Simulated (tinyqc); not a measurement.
Worked calculation: tight binding, honeycomb lattice. One step of it, computed by the program tinyqc.

Task: Bloch Hamiltonian at K. H_AB = -t1 (1 + exp(-i k.a1) + exp(-i k.a2)); H_AA = delta - 2 t2 sum cos(k.b + phi), H_BB = -delta - 2 t2 sum cos(k.b - phi), b = a1, a2 - a1, -a2.

Parameters chosen for this model:
```
parameter     value                        unit
t1         2.560000                 eV, nearest
t2                0       eV, second neighbours
phi               0  rad, phase of t2 (Haldane)
delta      0.520000          eV, +/- on A and B
```

k point K (fractions of the reciprocal vectors): 0.333333  0.666667

Give: H(k) at K.

Result:

H(k) at K (eV):
```
        A        B
A  0.5200   0.0000
B  0.0000  -0.5200
```
